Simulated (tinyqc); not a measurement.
Polycrystalline film, grain-boundary barriers (Seto model): one step of the calculation.

One-dimensional grains of size Lg with donors N; each boundary has Qt acceptor-like traps per area at one level Et below the band edge. Trapped electrons qt deplete a width w = qt/N (both sides together) and raise a barrier Vb = q N w^2/(8 eps0 eps_r). Current crosses the barriers by thermionic emission at small bias. Abrupt depletion, full ionisation, Boltzmann statistics.

Problem. Critical doping and limits of the barrier. N* = Qt/Lg; fully depleted grains have Vb = q N Lg^2/(8 eps0 eps_r), filled traps Vb = q Qt^2/(8 eps0 eps_r N); the true barrier cannot exceed the smaller.

Inputs (values chosen for the exercise); values close to those of polycrystalline silicon: relative permittivity of the semiconductor eps_r = 11.7; grain size Lg = 20 nm; trap density at a boundary Qt = 3.6e12 cm^-2; donor density N = 1.2e18 cm^-3.

Constants: q = 1.602176634e-19 C, eps0 = 8.8541878128e-14 F/cm where lengths are in cm. Results are converted to the units shown.

Give: N*; Vb, fully depleted; Vb, traps filled.

Solution.

N* = 1.800e18 cm^-3
Vb, fully depleted = 0.09280 V
Vb, traps filled = 0.2088 V

tinyqc, about 0.01 s, one thread, Intel Xeon 2.30GHz (shared host): `OMP_NUM_THREADS=1 python tinyqc.py 2610069 2610070 out.jsonl`
